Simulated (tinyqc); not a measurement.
Contact resistivity and sheet resistance from two contact lengths.

Inverse problem. Rc = [sqrt(rc Rsh)/Wc] coth(Lc/(2 LT)), LT = sqrt(rc/Rsh), Wc = 120 nm; the second contact is twice as long as the first. Find LT, rc and Rsh.

Rc for Lc = 17 and 34 nm (ohm): [193.071916, 106.445190]

Solution. With t = tanh(Lc/(2 LT)) for the shorter contact, the resistance of the longer over that of the shorter is (1 + t^2)/2. Then sqrt(rc Rsh) = Rc t Wc, and rc and Rsh follow by multiplying and dividing by LT.

LT = 25.6 nm
rc = 1.90e-9 ohm cm^2
Rsh = 290 ohm

tinyqc, about 0.03 s, one thread, Intel Xeon 2.30GHz (shared host): `OMP_NUM_THREADS=1 python tinyqc.py 2170070 2170071 out.jsonl`
